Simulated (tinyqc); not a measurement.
# Changing the coupling g

Model: Holstein polaron on two sites. Computed by tinyqc, a small Python program. Command: `OMP_NUM_THREADS=1 python tinyqc.py 3012806 3012807 out.jsonl holstein sweep`. One thread of a shared host (Intel(R) Xeon(R) Processor @ 2.30GHz), about 0.02 s of CPU time with the checks.

One electron on sites 1 and 2: H = -t (c1+ c2 + c2+ c1) + hbar omega sum_i b_i+ b_i - g hbar omega sum_i n_i (b_i + b_i+). The symmetric phonon shifts the energy by -g^2 hbar omega/2 and drops out; with b = (b_1 - b_2)/sqrt(2) there remains H = -t sigma_x + hbar omega b+ b - (g hbar omega/sqrt(2)) sigma_z (b + b+). Parity splits it into blocks p = +1 and -1 over phonon numbers n. Zero-point energies are left out. Weights Z refer to mode b alone; the displaced symmetric mode multiplies the full zero-phonon weight by exp(-g^2/2).

Inputs (values chosen for the exercise, for a model dimer): hopping t = 8.1 meV; phonon energy hbar omega = 96.3 meV.

Method:
- Polaron binding energy E_p = g^2 hbar omega; ratio E_p/t (the adiabatic potential has two wells when it exceeds 1); adiabaticity hbar omega/t.
- Block p: H_nn = n hbar omega - p t (-1)^n - g^2 hbar omega/2, H_(n,n+1) = -(g hbar omega/sqrt(2)) sqrt(n + 1).
- Use 60 levels in both blocks; Z = c_0^2 is the weight of n = 0 in the ground state c; the splitting is the lowest odd level less the lowest even one, which without coupling is the smaller of 2t and hbar omega; <sigma_x> = sum (-1)^n c_n^2 measures the kinetic energy.

One run for each value; columns: (1) coupling g; (2) weight Z of n = 0 in mode b; (3) splitting/(2t); (4) <sigma_x>; (5) mean phonon number in b; (6) ground-state energy (meV); (7) E_p/t:
```
(1)       (2)      (3)      (4)      (5)      (6)     (7)
0.20  0.98534  0.95976  0.97098  0.01480   -11.68   0.476
0.34  0.95766  0.88848  0.91770  0.04358   -18.46   1.374
0.48  0.91578  0.79094  0.84081  0.08918   -28.82   2.739
0.62  0.86027  0.67749  0.74532  0.15364   -42.81   4.570
0.75  0.79761  0.56697  0.64578  0.23233   -59.10   6.688
0.89  0.72022  0.45102  0.53408  0.33919   -80.28   9.417
1.00  0.65421  0.36673  0.44805  0.44005   -99.61  11.889
1.20  0.52913  0.23667  0.30703  0.66199  -140.88  17.120
1.30  0.46728  0.18449  0.24753  0.79107  -164.50  20.092
1.40  0.40777  0.14094  0.19651  0.93156  -190.11  23.302
```

Describe and explain the trends.

Over the rows, weight Z of n = 0 in mode b falls from 0.985 to 0.408 (exponent d ln y / d ln x -0.054 between the first rows and -1.8 between the last); splitting/(2t) falls from 0.960 to 0.141 (exponent d ln y / d ln x -0.15 between the first rows and -3.6 between the last); <sigma_x> falls from 0.971 to 0.197 (exponent d ln y / d ln x -0.11 between the first rows and -3.1 between the last). At the low end the exponent of mean phonon number in b is 2.03, close to 2: the phonon number grows as g^2. Z falls through 1/2 between E_p/t = 17 and 20; the change is a smooth crossover, not a transition.

Extremes, crossings and ranges named in words are read from the listed rows.
